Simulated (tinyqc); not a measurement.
Stress in a transistor channel from embedded alloy regions, liners and fins, by half-space elasticity: one step, computed by the program tinyqc. Command: `OMP_NUM_THREADS=1 python tinyqc.py 3011797 3011798 out.jsonl stressor walk`. One thread of a shared host (Intel(R) Xeon(R) Processor @ 2.30GHz), about 0.01 s of CPU time with the checks.

Plane strain in an isotropic half-space, the same constants everywhere; x along the channel from its centre, y downwards from the free surface; stress is positive in tension.

Task: Closed form at the surface. At x = y = 0 the integral is s_xx = -(4/pi) [E e/(1 - nu)] [arctan(2 d/L) - arctan(d/(L/2 + S))].

Inputs (values chosen for the exercise, modelled on silicon):

| quantity | value | unit |
|---|---|---|
| Young's modulus E | 159 | GPa |
| Poisson ratio nu | 0.22 | - |
| channel length L | 36 | nm |
| length of each stressor S | 80 | nm |
| recess depth d | 70 | nm |

Stressor: Si(1-x)C(x) source and drain.

misfit e = -0.011625

Give: s_xx at the surface.

Result:

s_xx at the surface = 2109 MPa

For fixed L and S it is largest at d = sqrt((L/2)(L/2 + S)) = 42.0 nm; d is beyond that.
